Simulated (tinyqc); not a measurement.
Sharp and graded interfaces: valley splitting in a one-orbital chain of atomic planes (second-neighbour model).

Each (001) plane carries one orbital with energy e0, hopping v to the next plane and u to the second: E(phi) = e0 + 2 v cos(phi) + 2 u cos(2 phi), where phi = pi - k a/4 (the sign of every second orbital is chosen so that v > 0, which shifts the phase by pi). The minimum lies at cos(phi0) = -v/(4u), phi0 = pi - (pi/2) k0 for a valley at k0 (2 pi/a), and e0 puts it at zero. A slab of N planes has hard walls: the matrix simply ends.

A well of Nw planes between barriers of 40 planes each (as of a SiGe alloy, taken as an offset alone). With x = j - 39.5 for plane j = 0, 1, ..., the potential is V0 (f(x) + f(Nw - x)) + F (j - 40) a/4, f(y) = 1/(1 + exp(y/L)), a step for L = 0; L is in planes, 4 L is about the distance over which f goes from 0.88 to 0.12, and 1 MV/m = 1e-4 V/angstrom.

Values chosen for the exercise (near those of the Delta valleys of silicon; abrupt walls in this chain split the valleys several times more than measured wells; not measured data):
- a = 5.431 angstrom (lattice constant; planes lie a/4 apart)
- V0 = 0.25 eV (barrier height)
- F = 15 MV/m (field)
- Nw = 52 (planes in the well)

u = 0.577125 eV
v = 0.678792 eV
e0 = 1.353841 eV

The lowest doublet for several interface widths L.

Doublet:
```
L (planes)  4 L (angstrom)  mean level (meV)  splitting (micro-eV)
0.00                  0.00             40.63               2133.42
0.25                  1.36             40.91               1124.18
0.50                  2.72             41.33                234.97
0.75                  4.07             41.86                 49.03
1.00                  5.43             42.52                  9.77
1.50                  8.15             44.14                  0.32
2.00                 10.86             46.06                  0.01
```

What can be read from this table?

The mean level moves by +5.4 meV over the table, while the splitting falls from 2133.4 micro-eV at a step to 9.77 at L = 1 plane, a factor 218. Coupling the valleys needs the Fourier component of the potential at twice the valley wave vector, a period of a few planes, and grading removes it. Random alloy disorder, left out here, sets the splitting once this part is gone.

Program tinyqc; command `OMP_NUM_THREADS=1 python tinyqc.py 1450511 1450512 out.jsonl`; about 0.01 s on one thread of a shared Intel(R) Xeon(R) Processor @ 2.30GHz.
